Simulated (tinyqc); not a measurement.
## Effect of the position of a charge sheet

One sheet of 4.5e12 cm^-2 lies at the depth x from the gate; it shifts Vfb by -(q/eps0) Q s, with s = x/e2 in layer 2 and t2/e2 + (x - t2)/e1 in layer 1, and it induces the share s/(t1/e1 + t2/e2) of its image in the semiconductor.

Parameters, values chosen for the exercise:
- t1 = 1.2 nm (thickness of layer 1, next to the semiconductor)
- e1 = 9.15 (relative permittivity of layer 1)
- t2 = 6 nm (thickness of layer 2, next to the gate)
- e2 = 22.1 (relative permittivity of layer 2)

Constants: q = 1.602176634e-19 C, eps0 = 8.8541878128e-14 F/cm where lengths are in cm. Results are converted to the units shown.

Effect of the position of a charge sheet:
```
x (nm)  shift (mV)  image in the semiconductor (%)
0                0                               0
0.9        -33.161                          10.114
1.8        -66.322                          20.228
2.7        -99.482                          30.343
3.6        -132.64                          40.457
4.5        -165.80                          50.571
5.4        -198.96                          60.685
6.3        -247.77                          75.571
7.2        -327.86                          100.00
```

Read the table: what changes, and by how much?

The shift grows from 0 at the gate to -328 mV at the semiconductor, by -36.8 mV/nm in layer 2 and -89.0 mV/nm in layer 1, the ratio of the permittivities. A sheet between the layers has 67.4 % of its full effect.

tinyqc, about 0.01 s, one thread, Intel Xeon 2.30GHz (shared host): `OMP_NUM_THREADS=1 python tinyqc.py 2010147 2010148 out.jsonl`
